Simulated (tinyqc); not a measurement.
Two branches across an indirect gap: complex band structure along [001] in sp3s* tight binding.

For k = (0, 0, kz) the phase sums are g0 = cos(phi) and g3 = i sin(phi), phi = kz a/4, and the s, pz, s* orbitals of anion (a) and cation (c) decouple from px, py. With z = exp(i phi), H(z) = H0 + z T + T^T/z for any complex z. H0 is diagonal (Esa, Epa, Exa, Esc, Epc, Exc). The anion-cation block is B(z) = z U + W/z and the cation-anion block z W^T + U^T/z, where U has Vss/2 (s,s), Vsapc/2 (s,z), -Vscpa/2 (z,s), Vxx/2 (z,z), Vxapc/2 (s*,z), -Vpaxc/2 (z,s*), and W has the same values with the s-z and s*-z signs reversed. |z| = 1 is a band state, |z| < 1 decays along [001] as exp(-kappa d) over a distance d, kappa = -(4/a) ln|z|. No spin-orbit coupling.

Parameters, chosen for this exercise (out of a larger set: near a published set for AlAs, fitted to gaps, whose masses and valley positions are rough (light masses up to twice too heavy); not measured data): p = (-7.538, 0.987, -1.168, 3.593, 7.463, 6.727, -6.679, 1.88, 4.296, 5.094, 5.496, 4.521, 4.991) eV (order Esa, Epa, Esc, Epc, Exa, Exc, Vss, Vxx, Vxy, Vsapc, Vscpa, Vxapc, Vpaxc); a = 5.661 angstrom (lattice constant); Eg = 2.256 eV (top of the energy range, the indirect gap).

Ev = 0.00260 eV

The smallest kappa with Re kz = 0 and the smallest with Re kz > 0, at energies E from Ev; a dash: no such root.

Decay constants:
```
E/Eg  E (eV)  kappa at Gamma (1/angstrom)  kappa off Gamma (1/angstrom)  its Re kz (2 pi/a)
0.05  0.1128                       0.0669                        0.6655               0.753
0.20  0.4512                       0.1276                        0.6216               0.760
0.35  0.7896                       0.1599                        0.5715               0.767
0.50  1.1280                       0.1797                        0.5126               0.775
0.65  1.4664                       0.1903                        0.4407               0.785
0.80  1.8048                       0.1927                        0.3462               0.797
0.90  2.0304                       0.1893                        0.2558               0.810
0.97  2.1883                       0.1840                        0.1503               0.825
```

What does the comparison show, and why?

The branch from the valence band at Gamma decays more slowly below E/Eg of about 0.95, and the branch from the conduction valley above. The two differ in Re kz, so passing from one to the other needs kz from an abrupt interface, a steep field, a phonon or a defect. Valleys off the [001] axis, such as L, are not seen on these branches.

tinyqc: `OMP_NUM_THREADS=1 python tinyqc.py 1482504 1482505 out.jsonl`; about 0.01 s, one thread, shared Intel(R) Xeon(R) Processor @ 2.30GHz.
